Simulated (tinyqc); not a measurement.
## Bulk resistivity and mean free path from two films

Problem. In the thick-film limit single-crystal films obey rho = rho0 (1 + 3 (1 - ps) lam/(8 d)). Find rho0, lam and the product rho0 lam.

Inputs (values chosen for the exercise): specular share of surface scattering ps = 0.2.

rho at d = 21 and 72 nm (uohm cm): [7.3646714, 6.6176125]

Solution. rho is a straight line in 1/d: the intercept is rho0 and the slope (3/8)(1 - ps) rho0 lam. Without ps only the product (1 - ps) lam could be found.

rho0 = 6.310 uohm cm
lam = 11.70 nm
rho0 lam = 73.83 uohm cm nm

Computed by the program tinyqc: `OMP_NUM_THREADS=1 python tinyqc.py 2100115 2100116 out.jsonl`, one thread of a shared Intel Xeon 2.30GHz, about 0.01 s for the whole run.
